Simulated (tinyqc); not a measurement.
Inside a calculation. Model: IGBT as a p-i-n diode in series with a MOS channel, on-state and switching loss.

Program tinyqc, `OMP_NUM_THREADS=1 python tinyqc.py 2590132 2590133 out.jsonl`; Intel Xeon 2.30GHz, shared host, one thread, about 0.01 s. Printed values are rounded.

High injection (n = p) in a drift layer from x = -W/2 (anode) to +W/2 (cathode side), recombination only in the layer with lifetime tau, ideal emitters. The channel feeds the cathode side and carries the whole current. Auger recombination, carrier-carrier scattering, emitter losses and the carrier dip under the p body are left out.

Values chosen for this exercise; material values close to those of silicon: temperature T = 350 K; band gap Eg = 1.12 eV; conduction-band density of states at T Nc = 3.48e19 cm^-3; valence-band density of states at T Nv = 3.31e19 cm^-3; electron mobility mn = 997 cm^2/(V s); hole mobility mp = 342 cm^2/(V s); width of the drift layer W = 200 um; doping of the drift layer Nd = 3.5e13 cm^-3; high-injection lifetime tau = 1.6 us; current density J = 50 A/cm^2; channel and accumulation resistance Rch = 0.63 mohm cm^2; link voltage Vdc = 1200 V; turn-off energy per stored charge and link voltage ks = 0.05; switching frequency f = 5 kHz.

Constants: q = 1.602176634e-19 C, kB = 1.380649e-23 J/K, Vt = kB T/q. Results are converted to the units shown.

## Ambipolar length

b = mn/mp, B = (b - 1)/(b + 1), La = sqrt(2 Vt mn mp tau/(mn + mp)), y = W/(2 La).

b = 2.915205
B = 0.4891710
La = 49.57535 um
y = 2.017131

## Carrier profile

2 x/W, point 0 to 8: -1  -0.75  -0.5  -0.25  0  0.25  0.5  0.75  1

n(x) = (tau J/(2 q La))[cosh(x/La)/sinh y - B sinh(x/La)/cosh y]. x/La = (2 x/W) y.

n, point 0 to 8 (cm^-3): 7.595221e16  4.637425e16  2.884136e16  1.879961e16  1.364081e16  1.202501e16  1.353254e16  1.855497e16  2.839679e16

The density is 2.67 times higher at the anode than at the cathode side, since holes are the slower carriers; its smallest listed value is 344 times Nd.

## On-state voltage

n(x) = (tau J/(2 q La))[cosh(x/La)/sinh y - B sinh(x/La)/cosh y]. Vm = Vt [(8 b/(b + 1)^2)(sinh y/s) arctan(s sinh y) + B ln((1 + B tanh^2 y)/(1 - B tanh^2 y))], s = sqrt(1 - B^2 tanh^2 y); Vj = Vt ln(n(-W/2) n(W/2)/ni^2), ni = sqrt(Nc Nv) exp(-Eg/(2 Vt)), Eg in volts; Vc = J Rch; Von = Vm + Vj + Vc.

Vm = 0.2590969 V
Vj = 0.7222327 V
Vc = 0.0315 V
Von = 1.012830 V

Vm does not depend on J, since the carrier density grows with it. Junctions, layer and channel take 71, 26 and 3.1 % of Von.

## Stored charge, losses and the unipolar alternative

Stored charge tau J, turn-off energy Eoff = ks tau J Vdc, loss at half duty 0.5 J Von + f Eoff. A unipolar device on the same layer has Vu = J (W/(q mn Nd) + Rch).

stored charge = 80 uC/cm^2
Eoff = 4.8 mJ/cm^2
conduction loss = 25.32074 W/cm^2
switching loss = 24 W/cm^2
Vu = 178.8969 V

Both losses would be equal at f = 5.28 kHz.
